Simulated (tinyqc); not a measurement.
Square-lattice Ising model by mean field, Bethe lattice, transfer matrix, exact enumeration and Monte Carlo steps. From correlation length xi back to coupling J. Computed by tinyqc, a small Python program. Command: `OMP_NUM_THREADS=1 python tinyqc.py 3030027 3030028 out.jsonl ising inv`. One thread of a shared host (Intel(R) Xeon(R) Processor @ 2.30GHz), about 0.05 s of CPU time with the checks.

H = -J sum over nearest pairs s_i s_j, s = +-1, no field, periodic boundaries; energies per site are in J. As a lattice gas or an alloy, s marks which species holds the site.

Inputs (values chosen for the exercise, for a model lattice): temperature T = 589 K; strip width w = 2.

Constants: k_B = 8.617333262e-05 eV/K.

Method:
- K = J/(k_B T). Onsager: k_B T_c/J = 2/ln(1 + sqrt 2); mean field: 4; Bethe lattice with z = 4: 2/ln 2.
- Strip of w sites, periodic across (for w = 2 the pair is joined by two bonds): T(s, s') = exp(K [sum_i s_i s'_i + (r(s) + r(s'))/2]), r(s) = sum_i s_i s_(i+1).
- With the eigenvalues l1 > l2: -f/(k_B T) = ln(l1)/w per site; xi = 1/ln(l1/l2) rows.

Question. A run gave the result below. Find the coupling J, known to lie between 29 and 57 meV.

correlation length xi = 7.131739

Answer.

Each step takes the trial c = (a f_b - b f_a)/(f_b - f_a), f being the result less the target and a, b, c the logarithms of the listed values; c replaces end b, the old b replaces a if the sign of f changed, and otherwise f_a is halved.

Scan of the range:
```
coupling J (meV)  correlation length xi
29.0                             4.1667
32.5                             5.6740
36.3                             7.8880
40.7                            11.4676
45.5                            17.1166
50.9                            26.6606
57.0                            43.6844
```

False position (Illinois rule, in the logarithm of the input) inside the bracket:
```
step    end a    end b    trial  correlation length xi
1     32.5000  36.3000  34.9545                7.02436
2     36.3000  34.9545  35.1190                7.12496
3     36.3000  35.1190  35.1394                7.13756
4     35.1190  35.1394  35.1300                7.13174
5     35.1394  35.1300  35.1300                7.13174
```

Correlation length xi rises at every point of a 13-point scan of the range (every second point is shown), so one value fits; it is bracketed by 32.5 and 36.3. Answer: coupling J = 35.13 meV.
